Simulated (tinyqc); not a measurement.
Inside a calculation. Model: ESD clamp with bipolar snapback, compact model and design window.

tinyqc, about 0.02 s, one thread, Intel Xeon 2.30GHz (shared host): `OMP_NUM_THREADS=1 python tinyqc.py 2670127 2670128 out.jsonl` Printed values are rounded.

The drain junction multiplies the current that enters it: Igen = (M - 1)(Ic + I0), M = 1/(1 - (Vj/BV)^n). The generated holes leave through the substrate resistance and the base of the parasitic npn: Igen = Vb/Rb + Ic/be, Ic = Is exp(Vb/Vt). Terminal current I = Ic + I0 + Igen and voltage V = Vj + I Ro, per width. Isothermal, constant gain.

Inputs (values chosen for the exercise); values close to those of grounded-gate n-channel clamps: temperature T = 300 K; junction breakdown voltage BV = 9 V; exponent of the multiplication n = 4.8; current gain of the parasitic npn be = 3.1; saturation current Is = 3.1e-17 A/um; junction leakage I0 = 8e-11 A/um; substrate resistance Rb = 74000 ohm um; drain ballast and contact resistance Ro = 470 ohm um; failure current for 100 ns It2 = 4.5 mA/um; finger width Wf = 30 um; number of fingers Nf = 10; human-body-model level Lv = 2 kV; oxide breakdown voltage for 100 ns Vox = 13.1 V; supply voltage Vdd = 5 V.

Constants: q = 1.602176634e-19 C, kB = 1.380649e-23 J/K, Vt = kB T/q. Results are converted to the units shown.

## The snapback curve

Vb, point 0 to 8 (V): [0.05, 0.3, 0.371, 0.431, 0.481, 0.618, 0.744, 0.764, 0.794]

For given Vb: Ic, Igen, M = 1 + Igen/(Ic + I0), Vj = BV (1 - 1/M)^(1/n), I and V.

Ic, point 0 to 8 (uA/um): [2.14449e-10, 3.39735e-6, 5.29526e-5, 5.39316e-4, 0.00373084, 0.746973, 97.7263, 211.835, 676.043]
M, point 0 to 8: [8446.92, 48612.3, 37710.2, 9405.73, 1706.98, 12.5016, 1.42546, 1.37132, 1.33845]
Vj, point 0 to 8 (V): [8.99978, 8.99996, 8.99995, 8.99980, 8.99890, 8.84503, 6.99596, 6.85545, 6.75842]
I, point 0 to 8 (uA/um): [0.675756, 4.05414, 5.01366, 5.82512, 6.50501, 9.33936, 139.305, 290.493, 904.852]
V, point 0 to 8 (V): [9.00010, 9.00187, 9.00231, 9.00254, 9.00196, 8.84942, 7.06144, 6.99198, 7.18371]

V peaks at Vt1 = 9.003 V and falls to Vh = 6.992 V: once the npn supplies current, a small M feeds the base. At high current M tends to 1 + 1/be and Vj to BV (1 + be)^(-1/n) = 6.708 V.

## Iteration 1: base voltage at the failure current

Vb at the start = 0.7 V

I(Vb) = Ic (1 + 1/be) + I0 + Vb/Rb, I' = Ic (1 + 1/be)/Vt + 1/Rb; Newton steps on ln I: Vb(new) = Vb - ln(I/It2) I/I'. V follows from the introduction.

I = 0.0330245 mA/um
V = 7.67285 V
I' = 0.925046 mS/um
Vb after iteration 1 = 0.875452 V

## Iteration 2: base voltage at the failure current

As before.

I = 20.8922 mA/um
V = 16.5295 V
I' = 807.700 mS/um
Vb after iteration 2 = 0.835740 V

## Course of the iteration: base voltage at the failure current

Stop when Vb changes by less than 1e-10 V, or after 20 iterations. Vb must stay between 0 and 8 V.

Course of the iteration:
```
iteration    Vb (V)  |change| (V)
1          0.875452         0.175
2          0.835740        0.0397
3          0.835712       2.85e-5
4          0.835712      3.69e-11
```

Converged in 4 iterations. At the end the number of correct digits about doubles with each step.

## Design window and human-body level

Vt1 = 9.00254 V
Vh = 6.99198 V
Vt2 = 8.83362 V

Human-body model: 100 pF through 1500 ohm, peak current about (level - Vt2)/1500 ohm, decay time 150 ns. All fingers turn on before the first fails if Vt2 > Vt1; then the clamp carries Nf Wf It2, otherwise in the worst case Wf It2. Margins: Vh - 1.1 Vdd against latching in operation, Vox - max(Vt1, Vt2) for the protected oxide.

peak current = 1.32744 A
current the clamp carries = 0.135 A
level it withstands = 0.211334 kV
holding margin = 1.49198 V
oxide margin = 4.09746 V

Uniform turn-on is not assured; the clamp fails the level. Both margins are positive.
